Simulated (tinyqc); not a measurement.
Changing the equivalent oxide thickness t: ballistic transport through the one-dimensional subbands of a rectangular nanowire or nanosheet channel. Computed by tinyqc, a small Python program. Command: `OMP_NUM_THREADS=1 python tinyqc.py 3028083 3028084 out.jsonl wire sweep`. One thread of a shared host (Intel(R) Xeon(R) Processor @ 2.30GHz), about 0.06 s of CPU time with the checks.

Hard walls, parabolic subbands, transport along x. Energies are counted from the bulk conduction band edge at the top of the barrier, which the gate pulls down by U; the source Fermi level lies at the bulk edge when U = 0.

Inputs (values chosen for the exercise, modelled on silicon):
```
quantity                          value  unit
light mass m_t                     0.18   m_0
heavy mass m_l                    0.905   m_0
height a                            3.3    nm
width b                             6.5    nm
gate voltage above flat band V_G   0.96     V
drain voltage V_D                  0.01     V
temperature T                       150     K
```

Valleys: silicon [100] wire.

Constants: hbar^2/(2 m_0) = 3.80998212 eV angstrom^2; k_B = 8.617333262e-05 eV/K; m_0 = 9.1093837015e-31 kg; k_B = 1.380649e-23 J/K; hbar = 1.054571817e-34 J s; eps_0 = 8.8541878128e-12 F/m; e = 1.602176634e-19 C; h = 6.62607015e-34 J s.

Method:
- E_pq = (hbar^2 pi^2/2)(p^2/(m_y b^2) + q^2/(m_z a^2)); valley pairs: (m_x, m_y, m_z) = (m_t, m_t, m_l), (m_t, m_l, m_t), (m_l, m_t, m_t), each with degeneracy g = 2; the 10 lowest subbands are kept.
- F_j(eta) = (1/Gamma(j + 1)) int_0^infinity x^j/(1 + exp(x - eta)) dx, F_0 = ln(1 + exp(eta)). Integrals over x = E/(k_B T) use 160 Gauss-Legendre points in u = sqrt(x) from 0 to sqrt(max(eta, 0) + 32).
- With degeneracy g = 2, eta_i = (U - E_i)/(k_B T) and u = e V_D/(k_B T): line density n = sum_i g sqrt(2 m_x k_B T/pi)/(2 hbar) [F_-1/2(eta_i) + F_-1/2(eta_i - u)]; gate: e n = C_ox (V_G - U/e), C_ox = 3.9 eps_0 2 (a + b)/t (flat-plate estimate); I = (2 e k_B T/h) sum_i g [F_0(eta_i) - F_0(eta_i - u)].

One run for each value:
```
equivalent oxide thickness t (nm)  ballistic current I (microampere)  line density n (1/nm)  U (meV)
0.40                                                          10.879                 6.7877   317.27
0.57                                                           9.758                 5.0274   281.64
1.20                                                           6.465                 2.5422   237.84
1.70                                                           4.808                 1.8340   221.93
2.40                                                           3.349                 1.3273   205.89
3.50                                                           2.077                 0.9362   184.31
5.00                                                           1.594                 0.6810   153.98
```

Give the missing row, equivalent oxide thickness t (nm) = 0.82.

Computed row:
```
equivalent oxide thickness t (nm)  ballistic current I (microampere)  line density n (1/nm)  U (meV)
0.82                                                           8.310                 3.6215   257.03
```

Interpolating between the two neighbouring rows (the first column on a logarithmic scale, the others too where they are positive) misses most in ballistic current I (microampere), by 4.0 %. Over the rows, ballistic current I (microampere) falls from 10.9 to 1.59 (exponent d ln y / d ln x -0.31 between the first rows and -0.74 between the last); line density n (1/nm) falls from 6.79 to 0.681 (exponent d ln y / d ln x -0.85 between the first rows and -0.89 between the last); U (meV) falls from 317 to 154 (exponent d ln y / d ln x -0.34 between the first rows and -0.50 between the last). Thinning the oxide by a factor 12.5 raises n by 9.97 and the current by 6.82. The charge lags because part of V_G goes into U (quantum capacitance and subband energy). The current lags the charge, since it counts the modes open within the bias window, not the carriers.
